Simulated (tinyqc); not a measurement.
Punch-through p+-n junction, ionisation integral and breakdown: one step of the calculation.

A p+ layer at x < 0 and an n drift layer from x = 0 to L on an n+ substrate. Depletion approximation, built-in voltage neglected. Local ionisation coefficients alpha_n = an exp(-(bn/E)^mx), alpha_p = ap exp(-(bp/E)^mx). Electrons move towards +x, holes towards x = 0.

Question. Field and ionisation coefficients on a grid. W = sqrt(2 eps0 eps_r V/(q N)), peak field E0 = q N W/(eps0 eps_r), falling linearly to 0 at W; if W > L the layer is punched through: W = L, E0 = V/L + q N L/(2 eps0 eps_r), falling linearly to E1 = V/L - q N L/(2 eps0 eps_r). Grid: 10 equal steps from 0 to fr W.

Inputs (values chosen for the exercise); material values close to those of 4H silicon carbide:
```
symbol   value   unit                                           meaning
eps_r     9.76                                    relative permittivity
an      1.67e8   1/cm  prefactor of the electron ionisation coefficient
bn      3.18e7   V/cm                      field constant for electrons
ap      3.32e8   1/cm      prefactor of the hole ionisation coefficient
bp      2.63e7   V/cm                          field constant for holes
mx           1                                                 exponent
N       1.1e15  cm^-3                  donor density of the drift layer
L           44     um                      thickness of the drift layer
V         5390      V                                   reverse voltage
fr           1         share of the depleted width that the grid covers
```

Constants: q = 1.602176634e-19 C, eps0 = 8.8541878128e-14 F/cm where lengths are in cm. Results are converted to the units shown.

Wanted: W; x; E; alpha_n; alpha_p.

Answer.

W = 44.000 um

| point | x (um) | E (kV/cm) | alpha_n (1/cm) | alpha_p (1/cm) |
|---|---|---|---|---|
| 0 | 0.000 | 1673.7 | 0.93552 | 49.733 |
| 1 | 4.400 | 1583.9 | 0.31884 | 20.418 |
| 2 | 8.800 | 1494.2 | 0.095488 | 7.5329 |
| 3 | 13.200 | 1404.5 | 0.024514 | 2.4466 |
| 4 | 17.600 | 1314.7 | 0.0052271 | 0.68154 |
| 5 | 22.000 | 1225.0 | 8.8876e-4 | 0.15744 |
| 6 | 26.400 | 1135.3 | 1.1420e-4 | 0.028847 |
| 7 | 30.800 | 1045.5 | 1.0318e-5 | 0.0039501 |
| 8 | 35.200 | 955.80 | 5.9356e-7 | 3.7237e-4 |
| 9 | 39.600 | 866.06 | 1.8895e-8 | 2.1518e-5 |
| 10 | 44.000 | 776.33 | 2.7112e-10 | 6.4327e-7 |

Program tinyqc, `OMP_NUM_THREADS=1 python tinyqc.py 2120043 2120044 out.jsonl`; Intel Xeon 2.30GHz, shared host, one thread, about 0.1 s.
